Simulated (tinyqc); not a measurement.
UKS/LDA (VWN5) in the sto-3g basis, for H4, spin multiplicity 3, step by step. This run ends on a higher stationary point, not on the lowest solution. Computed by tinyqc, a small Python program that keeps every step (integrals from PySCF). Settings: charge = 0, multiplicity = 3, basis = sto-3g, energy threshold = 1e-10, iteration cap = 81, orthogonalisation = symmetric, start = Wolfsberg-Helmholz matrix, DIIS depth = 8, damping = 0.5, method = UKS, functional = lda,vwn, grid = [30, 26]. Command: `OMP_NUM_THREADS=1 python tinyqc.py 26363 26364 out.jsonl` (the two numbers bound the seeds that draw the settings). One thread of a shared host (Intel(R) Xeon(R) Processor @ 2.60GHz), about 2 s of CPU time with the checks.

Geometry (angstrom):
```
atom         x         y         z
H     0.000000  0.000000  0.000000
H     0.000000  0.000000  1.256000
H     0.000000  2.220000  0.000000
H     0.000000  2.220000  1.256000
```

Stop when the energy changes by less than 1e-10 hartree and every element of the error matrix X^T (F D S - S D F) X (for each spin) is below 3e-06.

Course of the cycle:
```
iteration  E (hartree)    change  largest element of the error matrix
1          -1.82416676         -                             1.30e-15
2          -1.82416676  4.44e-16                             2.85e-15
```

Can the last value be used, and what does the course show?

No, though the log alone does not show it. Converged in 2 iterations. But the solution lies 0.00530 hartree above the reference: it is another stationary point, not the lowest one. Reruns (cap 100 unless said): DIIS 8: converged in 2 to a higher stationary point; damping 0.5: converged in 2 to a higher stationary point; level shift 0.5: converged in 2 to a higher stationary point; atomic densities as start, DIIS 8: converged in 3 to a higher stationary point. PySCF UKS in the same basis, fine grid, after a stability check = -1.82946737 hartree, which differs from a converged run on this coarse grid by the grid error.
